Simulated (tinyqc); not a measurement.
Sheet resistance and Hall data of a diffused or implanted layer: one step, computed by the program tinyqc. Command: `OMP_NUM_THREADS=1 python tinyqc.py 3002711 3002712 out.jsonl layer walk`. One thread of a shared host (Intel(R) Xeon(R) Processor @ 2.30GHz), about 0.01 s of CPU time with the checks.

Carriers are taken equal to the net active doping down to the junction (full ionisation, which deep dopants in wide-gap hosts do not reach; no spill-over, no depletion), and the Hall factor is 1.

Task: Profile. N(x) = N_0 exp(-x^2/l^2), dose N_0 l sqrt(pi)/2, junction x_j = l sqrt(ln(N_0/N_B)). Mobility mu = mu_min + (mu_max - mu_min)/(1 + (N_t/N_ref)^alpha), N_t = active doping + N_B; carriers n = active doping - N_B, all dopants active. sigma = e n mu.

Inputs (values chosen for the exercise, modelled on donors in germanium):
```
quantity,value,unit
mu_min,296,cm^2/(V s)
mu_max,3840,cm^2/(V s)
N_ref,1.2e+17,1/cm^3
exponent alpha,0.53,-
peak concentration N_0,6.6e+17,1/cm^3
length scale l,140,nm
background doping N_B (opposite type),6.2e+14,1/cm^3
```

Profile: Gaussian at the surface. Activation: complete.

Constants: e = 1.602176634e-19 C.

Give: Depth, doping, carriers, mobility and conductivity at 2, 10, 20, 35, 50, 65, 80, 90 and 98 % of the layer.

Result:

Depth, doping, carriers, mobility and conductivity at 2, 10, 20, 35, 50, 65, 80, 90 and 98 % of the layer:
```
x (nm),N (1/cm^3),n (1/cm^3),mu (cm^2/(V s)),sigma (S/cm)
7.4,6.582e+17,6.575e+17,1319,1.389e+02
37.0,6.156e+17,6.149e+17,1345,1.325e+02
73.9,4.994e+17,4.988e+17,1428,1.141e+02
129.4,2.810e+17,2.804e+17,1674,7.521e+01
184.8,1.155e+17,1.149e+17,2083,3.836e+01
240.3,3.472e+16,3.410e+16,2623,1.433e+01
295.7,7.624e+15,7.004e+15,3150,3.534e+00
332.7,2.331e+15,1.711e+15,3404,9.331e-01
362.2,8.171e+14,1.971e+14,3530,1.115e-01
```

The mobility varies by a factor 2.7 across these points and the conductivity by 1250.
